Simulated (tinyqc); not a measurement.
# Capacitances against the relative permittivity between the lines

Endless row of lines of width wl, height tl and space sl between grounded planes at distance hd; e2 fills the gaps beside the lines, e1 the rest. Laplace's equation is solved on meshes of 3, 6 and 12 steps per unit u and extrapolated (Aitken), which is good to about 0.2 %. C_even (all lines at 1 V) is the capacitance Cg to the planes; C_odd (neighbours in antiphase) = Cg + 4 Cc if only nearest neighbours couple, which defines Cc; total with quiet neighbours Cg + 2 Cc. Plate values 2 eps0 e1 wl/hd and eps0 e2 tl/sl.

Parameters, values chosen for the exercise:
- e1 = 3.9 (relative permittivity above and below the lines)
- wl = 4 u (line width, in units u)
- tl = 12 u (line height)
- sl = 6 u (space between lines)
- hd = 8 u (distance to each plane)

Constants: eps0 = 8.8541878128e-12 F/m. Results are converted to the units shown.

The same in every row: plate Cg (aF/um) = 34.5.

Capacitances against the relative permittivity between the lines:

| e2 | Cg (aF/um) | Cc (aF/um) | Cg + 2 Cc (aF/um) | C_odd (aF/um) | plate Cc (aF/um) | share of coupling, 2 Cc/(Cg + 2 Cc) (%) |
|---|---|---|---|---|---|---|
| 1 | 75.4 | 29.9 | 135 | 195 | 17.7 | 44.3 |
| 1.5 | 76.7 | 38.7 | 154 | 232 | 26.6 | 50.3 |
| 2 | 77.7 | 47.6 | 173 | 268 | 35.4 | 55.0 |
| 2.5 | 78.5 | 56.4 | 191 | 304 | 44.3 | 59.0 |
| 3 | 79.2 | 65.2 | 210 | 340 | 53.1 | 62.2 |
| 3.9 | 80.2 | 81.1 | 242 | 405 | 69.1 | 66.9 |
| 5 | 81.0 | 101 | 282 | 483 | 88.5 | 71.3 |
| 7 | 82.1 | 136 | 354 | 626 | 124 | 76.8 |

What does the table show?

As e2 goes from 1 to 7, Cg rises from 75.4 to 82.1 aF/um, Cc rises from 29.9 to 136 aF/um and the share of coupling rises from 44.3 to 76.8 %. Cg is 2.18 times its plate value in the first row and 2.38 times in the last; for Cc the ratios are 1.69 and 1.10. Neighbours in antiphase raise the load by a factor of 1.44 and 1.77 over quiet ones.

Numbers from tinyqc (`OMP_NUM_THREADS=1 python tinyqc.py 2790213 2790214 out.jsonl`; about 0.8 s on one thread of a shared Intel Xeon 2.30GHz).
